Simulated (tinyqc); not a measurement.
One anharmonic mode: perturbation theory, self-consistent phonons and exact levels: one step, computed by the program tinyqc. Command: `OMP_NUM_THREADS=1 python tinyqc.py 3013517 3013518 out.jsonl scp walk`. One thread of a shared host (Intel(R) Xeon(R) Processor @ 2.30GHz), about 0.03 s of CPU time with the checks.

V(x) = k x^2/2 + b x^4 for one coordinate x of mass M. A constant K > 0 gives hbar Omega = sqrt((hbar^2/u) K/M) with K in eV/angstrom^2 and M in u.

Question. Self-consistent results. Self-consistent phonon, centred at x = 0: K = k + 12 b <x^2>, <x^2> = (hbar Omega/(2K)) coth(hbar Omega/(2 k_B T)). Its free energy is F = k_B T ln[2 sinh(hbar Omega/(2 k_B T))] + (k - K)<x^2>/2 + 3 b <x^2>^2, an upper bound to the exact one.

Inputs (values chosen for the exercise, for a model mode):
```
quantity             value           unit
mode mass M           44.1              u
harmonic constant k  -4.72  eV/angstrom^2
quartic constant b    59.2  eV/angstrom^4
temperature T          130              K
```

Shape: double well.

self-consistent K = 1.411280 eV/angstrom^2

Constants: hbar^2/u = 4.18015928e-03 eV angstrom^2; k_B = 8.617333262e-05 eV/K.

Give: self-consistent quantum; self-consistent <x^2>; self-consistent free energy.

Answer.

self-consistent quantum = 11.566 meV

self-consistent <x^2> = 0.0086307 angstrom^2

self-consistent free energy = -12.378 meV
